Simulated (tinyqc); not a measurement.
Inside a calculation. Model: double-gate transistor below threshold, two-dimensional Poisson equation on a small mesh.

Program tinyqc, `OMP_NUM_THREADS=1 python tinyqc.py 2480124 2480125 out.jsonl`; Intel Xeon 2.30GHz, shared host, one thread, about 0.2 s. Printed values are rounded.

Half of a symmetric double-gate structure: row 0 is the mid-plane of the body, where the normal field vanishes. Mobile charge is neglected (subthreshold), the body is fully depleted, and potentials are counted from the intrinsic level; rows run upward to the gate, columns from source to drain.

Values chosen for this exercise; semiconductor permittivity made up: temperature T = 300 K; relative permittivity of the semiconductor eps_r = 12.4; relative permittivity of the insulator eox = 25; half the body thickness tb = 4 nm; insulator thickness tox = 6.4 nm; channel length L = 26 nm; acceptor density of the depleted body Na = 0 cm^-3; potential of the source Vbi = 0.49 V; gate offset Vfb = -0.04 V; gate voltage Vg = 0.05 V; drain voltage Vd = 0.7 V.

Constants: q = 1.602176634e-19 C, kB = 1.380649e-23 J/K, Vt = kB T/q, eps0 = 8.8541878128e-14 F/cm where lengths are in cm. Results are converted to the units shown.

## Coefficients of the five-point equations

Mesh: rows i = 0..2 in the semiconductor (step hs = tb/2, row 2 on the interface), then 1 step(s) ho = tox/1 up to the gate row 3; columns j = 0..5 (step hy = L/5). Box integration, divided by eps0: up_i = eps hy/h of the interval above row i, dn_i = that of the interval below (0 for row 0), lat_i = (sum of eps h/2 over the intervals above and below)/hy, s_i = -q Na w_i hy/eps0 with w_i the semiconductor height of the box (hs/2 for row 0 and the interface row, hs between, 0 in the insulator). Each free node obeys (up + dn + 2 lat) psi = up psi(above) + dn psi(below) + lat [psi(left) + psi(right)] + s.

| row | up | dn | lat | s (V) |
|---|---|---|---|---|
| 0 | 32.24 | 0 | 2.38462 | 0 |
| 1 | 32.24 | 32.24 | 4.76923 | 0 |
| 2 | 20.3125 | 32.24 | 17.7692 | 0 |

## Iteration 1: Gauss-Seidel sweep

psi at the start (fixed values on the edges, free nodes linear between source and drain columns) (V):

|  | j=0 | j=1 | j=2 | j=3 | j=4 | j=5 |
|---|---|---|---|---|---|---|
| row 0 | 0.49000 | 0.63000 | 0.77000 | 0.91000 | 1.05000 | 1.19000 |
| row 1 | 0.49000 | 0.63000 | 0.77000 | 0.91000 | 1.05000 | 1.19000 |
| row 2 | 0.49000 | 0.63000 | 0.77000 | 0.91000 | 1.05000 | 1.19000 |
| row 3 | 0.09000 | 0.09000 | 0.09000 | 0.09000 | 0.09000 | 0.09000 |

Free nodes: rows 0..2, columns 1..4, taken row by row from row 0, left to right. t = (up psi(above) + dn psi(below) + lat [psi(left) + psi(right)] + s)/(up + dn + 2 lat), with the newest neighbours; psi(new) = t.

psi after iteration 1 (V):

|  | j=0 | j=1 | j=2 | j=3 | j=4 | j=5 |
|---|---|---|---|---|---|---|
| row 0 | 0.49000 | 0.63000 | 0.77000 | 0.91000 | 1.05000 | 1.19000 |
| row 1 | 0.49000 | 0.63000 | 0.77000 | 0.91000 | 1.05000 | 1.19000 |
| row 2 | 0.49000 | 0.50548 | 0.58809 | 0.68422 | 0.78310 | 1.19000 |
| row 3 | 0.09000 | 0.09000 | 0.09000 | 0.09000 | 0.09000 | 0.09000 |

## Iteration 2: Gauss-Seidel sweep

As before.

psi after iteration 2 (V):

|  | j=0 | j=1 | j=2 | j=3 | j=4 | j=5 |
|---|---|---|---|---|---|---|
| row 0 | 0.49000 | 0.63000 | 0.77000 | 0.91000 | 1.05000 | 1.19000 |
| row 1 | 0.49000 | 0.57576 | 0.68727 | 0.80633 | 0.92707 | 1.19000 |
| row 2 | 0.49000 | 0.44894 | 0.50086 | 0.57485 | 0.71604 | 1.19000 |
| row 3 | 0.09000 | 0.09000 | 0.09000 | 0.09000 | 0.09000 | 0.09000 |

## Course of the iteration: Gauss-Seidel sweep

Stop when the largest change of psi is below 1e-7 V, or after 400 iterations. Fixed values: gate row Vg - Vfb; column 0 at Vbi and the last column at Vbi + Vd in the semiconductor, each running linearly to Vg - Vfb across the insulator.

Course of the iteration:

| iteration | psi at row 0, j = 2 (V) | largest \|change\| of one entry (V) |
|---|---|---|
| 1 | 0.77 | 0.267 |
| 2 | 0.77 | 0.123 |
| 3 | 0.694886 | 0.113 |
| 4 | 0.615353 | 0.101 |
| 5 | 0.545502 | 0.0807 |
| 6 | 0.488485 | 0.0625 |
| 7 | 0.442692 | 0.0481 |
| 8 | 0.406243 | 0.0370 |
| 9 | 0.377415 | 0.0288 |
| ... | ... | ... |
| 51 | 0.274059 | 7.10e-7 |
| 52 | 0.274058 | 5.51e-7 |
| 53 | 0.274058 | 4.27e-7 |
| 54 | 0.274058 | 3.31e-7 |
| 55 | 0.274057 | 2.57e-7 |
| 56 | 0.274057 | 1.99e-7 |
| 57 | 0.274057 | 1.54e-7 |
| 58 | 0.274057 | 1.20e-7 |
| 59 | 0.274057 | 9.29e-8 |

Converged in 59 iterations. At the end each change is about 0.78 times the one before: linear convergence.

## Barrier, swing and barrier lowering

converged psi (V):

|  | j=0 | j=1 | j=2 | j=3 | j=4 | j=5 |
|---|---|---|---|---|---|---|
| row 0 | 0.49000 | 0.31907 | 0.27406 | 0.36054 | 0.63444 | 1.19000 |
| row 1 | 0.49000 | 0.30976 | 0.26433 | 0.34668 | 0.61360 | 1.19000 |
| row 2 | 0.49000 | 0.28051 | 0.23570 | 0.30551 | 0.54699 | 1.19000 |
| row 3 | 0.09000 | 0.09000 | 0.09000 | 0.09000 | 0.09000 | 0.09000 |

d psi/dVg on row 0: j=0 0.000000, j=1 0.484328, j=2 0.696936, j=3 0.696936, j=4 0.484328, j=5 0.000000
d psi/dVd on row 0: j=0 0.00000, j=1 0.03258, j=2 0.08976, j=3 0.21331, j=4 0.48310, j=5 1.00000

The barrier is read along row 0, the path farthest from the gate. Take the node j of lowest psi: barrier Vbi - psi_j; swing Vt ln 10/(d psi_j/dVg); DIBL = (d psi_j/dVd)/(d psi_j/dVg). The derivatives solve the same equations with s = 0 and a unit change of that voltage.

j = 2
barrier = 0.215944 V
swing = 85.4116 mV/decade
DIBL = 128.790 mV/V

A mesh of 12, 8 and 80 steps (semiconductor, insulator, channel) gives a barrier of 0.258 V, a swing of 78.9 mV a decade and a DIBL of 83.4 mV/V; the small mesh puts the barrier 16 % below that.
